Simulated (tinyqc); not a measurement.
Floating body of a partially depleted SOI transistor: body voltage and kink: one step of the calculation.

Source at 0 V. Channel current Ic = 2 nf K Vt^2 [F(0) - F(Vd)](1 + la Vd), F(V) = ln^2(1 + exp((Vg - VT - nf V)/(2 nf Vt))), VT = VT0 - gb Vb. Saturation voltage Vs = 2 Vt sqrt(F(0)) + 3 Vt, excess Ve = (Vd - Vs + sqrt((Vd - Vs)^2 + 0.0004 V^2))/2, multiplication M1 = Ai Ve exp(-Bl/Ve). Each junction passes D(v) = J1 (exp(v/Vt) - 1) + J2 (exp(v/(2 Vt)) - 1). Bipolar current Ib = bb J1 (exp(Vb/Vt) - 1). The body settles where M1 (Ic + Ib) = D(Vb) + D(Vb - Vd) + Vb/Rb; drain current Id = (1 + M1)(Ic + Ib) - D(Vb - Vd).

Question. Drain current with floating and with grounded body. Id and VT at the converged Vb, Id at Vb = 0, their ratio, and the bipolar share Ib/(Ic + Ib).

Parameters, values chosen for the exercise; values of the order met in partially depleted silicon-on-insulator transistors: temperature T = 398 K; threshold at zero body voltage VT0 = 0.37 V; fall of the threshold per volt of body voltage gb = 0.29; slope factor nf = 1.23; gain factor per width K = 330 uA/(V^2 um); channel-length modulation factor la = 0.02 1/V; impact-ionisation prefactor Ai = 2.33 1/V; impact-ionisation voltage Bl = 8.3 V; diffusion saturation current of each junction J1 = 1e-8 uA/um; recombination saturation current of each junction J2 = 1.4e-7 uA/um; gain of the lateral bipolar transistor on the diffusion current bb = 1; resistance of a weak body tie to the source (1e9 stands for no tie, and the term is then dropped) Rb = 1e9 kohm um; gate voltage Vg = 0.74 V; drain voltage Vd = 1 V.

Constants: q = 1.602176634e-19 C, kB = 1.380649e-23 J/K, Vt = kB T/q. Results are converted to the units shown.

converged Vb = 0.21423382 V

Give: VT; Id, floating; Id, grounded; ratio; bipolar share.

Answer.

VT = 0.3079 V
Id, floating = 25.61 uA/um
Id, grounded = 18.84 uA/um
ratio = 1.360
bipolar share = 2.012e-5 %

The body rises to 0.214 V and lowers the threshold by 62.1 mV.

Range of the model: The multiplication law is an empirical form chosen for the exercise; self-heating and capacitive coupling to the body are left out, and the linear laws are rough once Vb passes about 0.7 V or M1 about 0.1.

Numbers from tinyqc (`OMP_NUM_THREADS=1 python tinyqc.py 2182141 2182142 out.jsonl`; about 0.2 s on one thread of a shared Intel Xeon 2.30GHz).
